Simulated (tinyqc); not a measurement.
Inputs raised by 10 %, one at a time: charge control and current of a heterostructure field-effect transistor. Computed by tinyqc, a small Python program. Command: `OMP_NUM_THREADS=1 python tinyqc.py 3010764 3010765 out.jsonl hemt sens`. One thread of a shared host (Intel(R) Xeon(R) Processor @ 2.30GHz), about 0.02 s of CPU time with the checks.

Two subbands in a triangular well; E_F is counted from the conduction band edge of the channel at the interface.

Inputs (values chosen for the exercise, modelled on AlGaAs/GaAs): channel mass m = 0.067 m_0; permittivity eps (barrier and channel) = 12.3; barrier thickness d = 40 nm; Schottky barrier phi_B = 0.88 eV; conduction band offset dE_c = 0.3 eV; delta-doping density N_d = 5.8e+12 1/cm^2; gate voltage V_G = 0 V; mobility mu = 5500 cm^2/(V s); saturation velocity v_s = 1.3 1e7 cm/s; gate length L = 1600 nm; source resistance R_S = 0 ohm mm; temperature T = 300 K; mixing = 0.3; iteration cap = 200; spacer between delta layer and channel = 2.3 nm.

Charge source: delta doping. Velocity law: two-piece.

Constants: e = 1.602176634e-19 C; eps_0 = 8.8541878128e-12 F/m; k_B = 8.617333262e-05 eV/K; hbar = 1.054571817e-34 J s; m_0 = 9.1093837015e-31 kg; k_B = 1.380649e-23 J/K.

Method:
- Threshold V_T = phi_B - dE_c - e N_d (d - spacer)/(eps eps_0) (in volts); C_b = eps eps_0/d.
- Charge control: n_s = C_b (V_G - V_T - E_F/e)/e. Well: mean field F = e n_s/(2 eps eps_0), E_i = (hbar^2/2m)^(1/3) [(3 pi e F/2)(i + 3/4)]^(2/3), i = 0, 1; n_s = D k_B T sum_i ln(1 + exp((E_F - E_i)/k_B T)), D = m/(pi hbar^2), which is solved in closed form for E_F.
- Iteration from n_s = C_b (V_G - V_T)/(2e): E_F from n_s, n_out from the charge control, n_new = n_s + mixing (n_out - n_s), kept above n_s/10; stop when |n_out/n_s - 1| < 1e-9.
- C_g = e dn_s/dV_G = 1/(1/C_b + 1/C_q), 1/C_q = d(E_F/e)/d(e n_s) by a central difference of +/- 0.1 % in n_s; added distance dd = eps eps_0/C_q.
- With V = e n_s/C_g and V_c = v_s L/mu: for v = mu F up to v_s, I/W = C_g v_s V_c (sqrt(1 + (V/V_c)^2) - 1) and V_Dsat = V + V_c - sqrt(V^2 + V_c^2); g_m = dI/dV; extrinsic g_m/(1 + g_m R_S); f_T = g_m/(2 pi C_g L).

Runs; columns: (1) input moved; (2) from; (3) to; (4) sheet density n_s (1/cm^2); (5) saturation current I/W (mA/mm); (6) extrinsic g_m (mS/mm); (7) intrinsic f_T (GHz):
```
(1)                                         (2)       (3)         (4)     (5)     (6)     (7)
base run                                      -         -  3.9547e+12  711.61  316.34  12.794
permittivity eps (barrier and channel)     12.3     13.53  3.8420e+12  678.85  344.97  12.758
barrier thickness d (nm)                     40        44  4.1076e+12  751.73  291.05  12.824
Schottky barrier phi_B (eV)                0.88     0.968  3.8197e+12  683.88  315.85  12.785
conduction band offset dE_c (eV)            0.3      0.33  4.0008e+12  721.07  316.50  12.797
delta-doping density N_d (1/cm^2)       5.8e+12  6.38e+12  4.4492e+12  813.34  317.91  12.822
mobility mu (cm^2/(V s))                   5500      6050  3.9547e+12  721.08  316.92  12.818
gate length L (nm)                         1600      1760  3.9547e+12  701.36  315.64  11.605
```

Exponents ln(y'/y) / ln(x'/x):
```
input                                   sheet density n_s  saturation current I/W  extrinsic g_m  intrinsic f_T
permittivity eps (barrier and channel)             -0.303                  -0.495          0.909         -0.029
barrier thickness d                                 0.398                   0.576         -0.874          0.024
Schottky barrier phi_B                             -0.365                  -0.417         -0.016         -0.008
conduction band offset dE_c                         0.121                   0.139          0.005          0.002
delta-doping density N_d                            1.236                   1.402          0.052          0.023
mobility mu                                         0.000                   0.139          0.019          0.019
gate length L                                       0.000                  -0.152         -0.023         -1.023
```

Which inputs matter most for each result?

Among the inputs moved here: sheet density n_s answers most in size to delta-doping density N_d (exponent +1.236), next to barrier thickness d (+0.398); its exponent is below 0.0005 for mobility mu, gate length L. saturation current I/W answers most in size to delta-doping density N_d (exponent +1.402), next to barrier thickness d (+0.576). Extrinsic g_m answers most in size to permittivity eps (barrier and channel) (exponent +0.909), next to barrier thickness d (-0.874). Intrinsic f_T answers most in size to gate length L (exponent -1.023), next to permittivity eps (barrier and channel) (-0.029). Its exponent -1.023 in gate length L: velocity saturation.

Caution (all rows): E_F lies above the conduction band minimum of the barrier, so electrons would spill into the barrier.

Extremes, crossings and ranges named in words are read from the listed rows.
